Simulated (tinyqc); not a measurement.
A particle near a wafer in liquid: double-layer and van der Waals forces (DLVO), deposition barrier and removal: one step, computed by the program tinyqc.

Sphere and flat wall, Derjaguin approximation, constant potentials in the linear-superposition form, no retardation and no hydration force.

Task: Removing an attached particle. Adhesion F_a = A R/(6 h0^2) [1 + a^2/(R h0)] - kappa Z R exp(-kappa h0), a the contact radius. Drag in a shear flow F_d = 1.7 x 6 pi mu R^2 G, acting at 1.4 R; rolling starts when 1.4 R F_d = a F_a. Wall shear stress = mu G.

Inputs (values chosen for the exercise, of the order of those for silica on silicon in water):
```
quantity                 value   unit
particle radius R           46     nm
Hamaker constant A     1.3e-20      J
temperature T              293      K
contact distance h0        0.4     nm
contact radius over R     0.14      -
viscosity                 0.92  mPa s
```

kappa = 0.5187210 1/nm

Z = 18.26289 pN

Give: van der Waals adhesion; net adhesion F_a; wall shear stress for rolling; shear rate G.

Result:

van der Waals adhesion = 2027 pN

net adhesion F_a = 1673 pN

wall shear stress for rolling = 2467 Pa

shear rate G = 2.682e+06 1/s
